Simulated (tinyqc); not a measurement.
## Delay unit and parasitic delay from two ring oscillators

Inverse problem. A ring of 31 inverters oscillates at 1/(2 x 31 d), with stage delay d = tau (h + p) for fan-out h. Find tau, p and the delay at fan-out 4.

frequencies of 31-stage ring oscillators with fan-out 2 and 5 (GHz): 1.6364684  0.79001921

Answer. d is a straight line in h with slope tau and intercept tau p.

tau = 3.520 ps
p = 0.8000
delay at fan-out 4 = 16.90 ps

Numbers from tinyqc (`OMP_NUM_THREADS=1 python tinyqc.py 2082203 2082204 out.jsonl`; about 0.01 s on one thread of a shared Intel Xeon 2.30GHz).
